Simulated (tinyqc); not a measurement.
Resistive crossbar, vector-matrix product with wire resistance: two steps of the calculation.

3 rows and 2 columns. Cell (i, j) joins row node wij to column node bij. Each row is driven at its left end through one wire segment rw; neighbouring nodes along a row or a column are joined by rw; each column ends below the last row in one more rw and a virtual ground, where its current is read. Ideal output: I_j = sum_i V_i G_ij.

Inputs (values chosen for the exercise): wire resistance between neighbouring cells rw = 50 ohm; input voltages of the rows V = [0.3, 0.09, 0.23] V.

Problem 1. Node voltages and column currents. Solve A x = b; I_j = b3j/rw.

A (uS):
```
           w11        w12        w21        w22        w31     w32        b11        b12
w11  40018.000     -20000          0          0          0       0        -18          0
w12     -20000  20018.000          0          0          0       0          0        -18
w21          0          0  40025.000     -20000          0       0          0          0
w22          0          0     -20000  20012.000          0       0          0          0
w31          0          0          0          0  40021.000  -20000          0          0
w32          0          0          0          0     -20000   20010          0          0
b11        -18          0          0          0          0       0  20018.000          0
b12          0        -18          0          0          0       0          0  20018.000
b21          0          0        -25          0          0       0     -20000          0
b22          0          0          0        -12          0       0          0     -20000
b31          0          0          0          0        -21       0          0          0
b32          0          0          0          0          0     -10          0          0

           b21        b22        b31     b32
w11          0          0          0       0
w12          0          0          0       0
w21        -25          0          0       0
w22          0        -12          0       0
w31          0          0        -21       0
w32          0          0          0     -10
b11     -20000          0          0       0
b12          0     -20000          0       0
b21  40025.000          0     -20000       0
b22          0  40012.000          0  -20000
b31     -20000          0  40021.000       0
b32          0     -20000          0   40010
```

b (uA): w11 6000, w12 0, w21 1800, w22 0, w31 4600, w32 0, b11 0, b12 0, b21 0, b22 0, b31 0, b32 0

Wanted: row nodes; column nodes; column currents.

Solution 1.

row nodes (mV): w11 299.5, w12 299.2, w21 89.84, w22 89.78, w31 229.6, w32 229.5
column nodes (mV): b11 1.268, b12 1.026, b21 0.9993, b22 0.7581, b31 0.6199, b32 0.4363
column currents (uA): column 1 12.40, column 2 8.726

Problem 2. Error against the ideal product. Ideal I_j = sum_i V_i G_ij; error = I/ideal - 1.

cell conductances G (uS):
```
,column 1,column 2
row 1,18,18
row 2,25,12
row 3,21,10
```

column currents (uA): column 1 12.397953, column 2 8.7262625

Give: ideal currents; error.

Solution 2.

ideal currents (uA): column 1 12.48, column 2 8.780
error (%): column 1 -0.6574, column 2 -0.6120

The largest error is in column 1. All currents fall short, since the wires take part of the voltage.

Computed by the program tinyqc: `OMP_NUM_THREADS=1 python tinyqc.py 2880016 2880017 out.jsonl`, one thread of a shared Intel Xeon 2.30GHz, about 0.02 s for the whole run.
